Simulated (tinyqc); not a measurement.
# Square on-chip spiral inductor, lumped pi model: two studies

Outer diameter do = di + 2 n wd + 2 (n - 1) sp, mean da = (do + di)/2, fill p = (do - di)/(do + di), length l = 4 n da. L = 2.34 mu0 n^2 da/(1 + 2.75 p), mu0 = 4 pi 1e-7 H/m. Rs = rho l/(wd delta (1 - exp(-th/delta))), delta = sqrt(rho/(pi f mu0)). Cs = n wd^2 eps0 eo/hu across the coil. At each end Cox = l wd eps0 eo/(2 ho) leads to the substrate branch Rsi = 2 rs he/(l wd) in parallel with Csi = l wd eps0 11.7/(2 he). With one end grounded Y = 1/(Rs + i w L) + i w Cs + 1/[1/(i w Cox) + 1/(1/Rsi + i w Csi)], w = 2 pi f; Q = -Im Y/Re Y. Eddy currents in neighbouring turns and in the substrate are left out.

Values chosen for this exercise; values of the order met in silicon radio-frequency processes:
- n = 3.5 (number of turns)
- wd = 8 um (line width)
- sp = 3 um (space between turns)
- di = 80 um (inner diameter)
- th = 3 um (metal thickness)
- rho = 1.9 uohm cm (metal resistivity)
- ho = 5 um (oxide below the coil)
- hu = 0.9 um (oxide between coil and underpass)
- eo = 4.1 (relative permittivity of the oxide)
- rs = 10 ohm cm (substrate resistivity)
- he = 80 um (effective spreading depth in the substrate)
- f = 1.3 GHz (frequency)

Constants: eps0 = 8.8541878128e-12 F/m. Results are converted to the units shown.

Each table varies one quantity; the others keep the values above.

## Quality factor against frequency

Apparent inductance Im(1/Y)/w; share of the loss Re(substrate branch)/Re Y.

Quality factor against frequency:
```
f (GHz)  Rs (ohm)  w L/Rs       Q  apparent inductance (nH)  loss in the substrate (%)
0.44       1.9473  3.2010  3.1963                    2.2565                   0.044059
0.71       2.1562  4.6648  4.6420                    2.2593                    0.24309
1.2        2.4698  6.8831  6.7416                    2.2669                     1.4420
1.9        2.8449  9.4613  8.8094                    2.2806                     5.6629
3.1        3.3871  12.966  10.405                    2.3079                     17.590
5.1        4.1421  17.443  10.258                    2.3673                     37.869
8.3        5.1434  22.861  8.2257                    2.5211                     59.252
14         6.5895  30.099  4.7989                    3.0932                     77.202
22         8.2243  37.896  1.3839                    5.2000                     87.189
```

Q goes from 3.20 through a maximum of 10.4 (at f = 3.1 GHz among the rows listed) to 1.38; the exact peak is 10.6 at 3.85 GHz and Q reaches zero at the self-resonance, 26.1 GHz. The share of the substrate rises from 0.0441 to 87.2 %, and the apparent inductance ends at 2.31 times L. At the peak the substrate takes 25.7 % of the loss. For f = 14, 22 the coil is longer than 0.15 of a wavelength in the oxide, where one lumped section is rough.

## Effect of the oxide below the coil

Same model as above.

Peak Q and its frequency from a search over f; self-resonance where Im Y = 0; Q at the given f (negative beyond resonance).

The same in every row: L (nH) = 2.255; do (um) = 151.0.

Effect of the oxide below the coil:
```
ho (um)  peak Q  f of the peak (GHz)  self-resonance (GHz)  Q at f
1         9.008                3.552                 25.53   6.644
2         9.355                3.602                 25.68   6.816
3         9.760                3.657                 25.83   6.951
5         10.60                3.849                 26.12   7.100
7         11.39                4.121                 26.41   7.166
10        12.42                4.573                 26.83   7.211
15        13.80                5.310                 27.48   7.241
```

Read the table: what changes, and by how much?

As ho goes from 1 to 15, L stays at 2.25 nH, the peak Q rises from 9.01 to 13.8, its frequency rises from 3.55 to 5.31 GHz and the self-resonance rises from 25.5 to 27.5 GHz.

Computed by the program tinyqc: `OMP_NUM_THREADS=1 python tinyqc.py 2302193 2302194 out.jsonl`, one thread of a shared Intel Xeon 2.30GHz, about 0.01 s for the whole run.
